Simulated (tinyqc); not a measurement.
Carrier lifetime of an n-type layer with SRH, radiative, Auger and surface recombination: effect of the donor density at dn = 4e13 cm^-3.

Uniform excess density dn = dp (no trapping), n = n0 + dn, p = p0 + dn, Boltzmann statistics, full ionisation. Surfaces enter as a rate 2 S dn/d, which holds while diffusion to them is fast.

ni = sqrt(Nc Nv) exp(-Eg/(2 Vt)), Eg in volts; majority density N/2 + sqrt(N^2/4 + ni^2), n0 p0 = ni^2; n1 = Nc exp(-Et/Vt), p1 = Nv exp((Et - Eg)/Vt); tn0 = 1/(sn vth Nt), tp0 = 1/(sp vth Nt). With e = n p - ni^2 = dn (n0 + p0 + dn): U_SRH = e/(tp0 (n + n1) + tn0 (p + p1)), U_rad = B e, U_Aug = (Cn n + Cp p) e, U_s = 2 S dn/d. Each tau is dn over its rate; tau = dn/U with U the sum. Here dn = 4e13 cm^-3.

Values chosen for this exercise; band and dielectric values those of a made-up semiconductor:
- T = 300 K (temperature)
- Eg = 0.975 eV (band gap)
- Nc = 3.41e19 cm^-3 (conduction-band density of states at T)
- Nv = 3.37e19 cm^-3 (valence-band density of states at T)
- B = 3.86e-15 cm^3/s (radiative coefficient)
- Cn = 5.4e-31 cm^6/s (Auger coefficient (two electrons))
- Cp = 2.6e-31 cm^6/s (Auger coefficient (two holes))
- Nt = 2.5e10 cm^-3 (trap density)
- sn = 3e-17 cm^2 (capture cross-section for electrons)
- sp = 7e-16 cm^2 (capture cross-section for holes)
- vth = 1.3e7 cm/s (thermal velocity (both carriers))
- Et = 0.83 eV (trap level below the conduction band)
- S = 0 cm/s (surface recombination velocity (both faces))
- d = 200 um (sample thickness)

Constants: q = 1.602176634e-19 C, kB = 1.380649e-23 J/K, Vt = kB T/q. Results are converted to the units shown.

Result of one run:
```
N (cm^-3)  tau_SRH (s)  tau_rad (s)  tau_Aug (s)   tau (s)  radiative share (%)  largest path
1e18           0.01707     2.591e-4     1.852e-6  1.838e-6               0.7096         Auger
```

What becomes of these results when the donor density N is changed from 1e18 to 1e16 cm^-3, all else the same?

Result of the changed run:
```
N (cm^-3)  tau_SRH (s)  tau_rad (s)  tau_Aug (s)  tau (s)  radiative share (%)  largest path
1e16             1.267      0.02580      0.01834  0.01063                41.19         Auger
```

The whole series:
```
N (cm^-3)  tau_SRH (s)  tau_rad (s)  tau_Aug (s)   tau (s)  radiative share (%)  largest path
1e14             90.52        1.850        83.06     1.775                95.90     radiative
5e14             23.47       0.4798        6.132    0.4367                91.02     radiative
2e15             6.217       0.1270       0.4408   0.09705                76.42     radiative
1e16             1.267      0.02580      0.01834   0.01063                41.19         Auger
5e16            0.2576     0.005177     7.393e-4  6.453e-4                12.46         Auger
2e17           0.06775     0.001295     4.627e-5  4.465e-5                3.447         Auger
1e18           0.01707     2.591e-4     1.852e-6  1.838e-6               0.7096         Auger
5e18          0.006930     5.181e-5     7.407e-8  7.397e-8               0.1428         Auger
```

Radiative recombination leads at N = 1e14, Auger from 1e16 on. tau_SRH falls from 90.5 to 0.00693 s and the total lifetime falls from 1.77 to 7.40e-8 s. Between the last two rows tau_rad goes as N^(-1.00) and tau_Aug as N^(-2.00).

tinyqc, about 0.01 s, one thread, Intel Xeon 2.30GHz (shared host): `OMP_NUM_THREADS=1 python tinyqc.py 2300110 2300111 out.jsonl`
